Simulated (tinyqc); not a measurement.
Alloy A(1-x)B(x) by interpolation with bowing: one step. Gaps and lattice constant at x. Three cases, with inputs chosen for the exercise.

Task: Also give the wavelength hc/E of the lowest gap.

Each gap follows E(x) = (1 - x) E_A + x E_B - C x (1 - x); the lattice constant follows Vegard, a(x) = (1 - x) a_A + x a_B.

Constants: hc = 1239.841984 eV nm.

Case 1.

Values chosen (A near AlAs, B near GaAs; shifted at random, so the results belong to these values and not to a real crystal):
- a = (5.66, 5.647) angstrom (lattice constant of A, B)
- x = 0.84 (fraction of B)
- Eg = (3.099, 1.501) eV (gap at Gamma to the s-like level of A, B)
- EgX = (2.211, 1.986) eV (gap to the lowest valley along Gamma-X of A, B)
- EgL = (2.435, 1.834) eV (gap to L of A, B)
- C = (0.418, 0.052, 0) eV (bowing of the Gamma, X and L gaps)

Case 2.

Values chosen (A near InP, B near GaP; shifted at random, so the results belong to these values and not to a real crystal):
- a = (5.87, 5.457) angstrom (lattice constant of A, B)
- x = 0.17 (fraction of B)
- Eg = (1.419, 2.844) eV (gap at Gamma to the s-like level of A, B)
- EgX = (2.358, 2.327) eV (gap to the lowest valley along Gamma-X of A, B)
- EgL = (2.032, 2.746) eV (gap to L of A, B)
- C = (0.701, 0.212, 1.073) eV (bowing of the Gamma, X and L gaps)

Case 3.

Values chosen (A near InAs, B near GaAs; shifted at random, so the results belong to these values and not to a real crystal):
- a = (6.054, 5.654) angstrom (lattice constant of A, B)
- x = 0.32 (fraction of B)
- Eg = (0.42, 1.52) eV (gap at Gamma to the s-like level of A, B)
- EgX = (1.451, 1.983) eV (gap to the lowest valley along Gamma-X of A, B)
- EgL = (1.144, 1.788) eV (gap to L of A, B)
- C = (0.461, 1.581, 0.311) eV (bowing of the Gamma, X and L gaps)

Give: a(x); linear parts; bowing terms C x (1 - x); gaps; wavelength of the lowest gap.

Result:

Case 1.

a(x) = 5.6491 angstrom

linear parts (eV): Gamma 1.7567, X 2.0220, L 1.9302

bowing terms C x (1 - x) (eV): Gamma 0.0562, X 0.0070, L 0.0000

gaps (eV): Gamma 1.7005, X 2.0150, L 1.9302

wavelength of the lowest gap = 729.1 nm

The lowest valley is Gamma, so the gap is direct; the next, L, lies 230 meV higher.

Case 2.

a(x) = 5.7998 angstrom

linear parts (eV): Gamma 1.6612, X 2.3527, L 2.1534

bowing terms C x (1 - x) (eV): Gamma 0.0989, X 0.0299, L 0.1514

gaps (eV): Gamma 1.5623, X 2.3228, L 2.0020

wavelength of the lowest gap = 793.6 nm

The lowest valley is Gamma, so the gap is direct; the next, L, lies 440 meV higher.

Case 3.

a(x) = 5.9260 angstrom

linear parts (eV): Gamma 0.7720, X 1.6212, L 1.3501

bowing terms C x (1 - x) (eV): Gamma 0.1003, X 0.3440, L 0.0677

gaps (eV): Gamma 0.6717, X 1.2772, L 1.2824

wavelength of the lowest gap = 1845.9 nm

The lowest valley is Gamma, so the gap is direct; the next, X, lies 606 meV higher.

Computed by tinyqc, one run a case: `OMP_NUM_THREADS=1 python tinyqc.py N N+1 out.jsonl` with N = 1081135, 1081237, 1081316; one thread of a shared Intel(R) Xeon(R) Processor @ 2.30GHz, about 0.01 s a run at most.
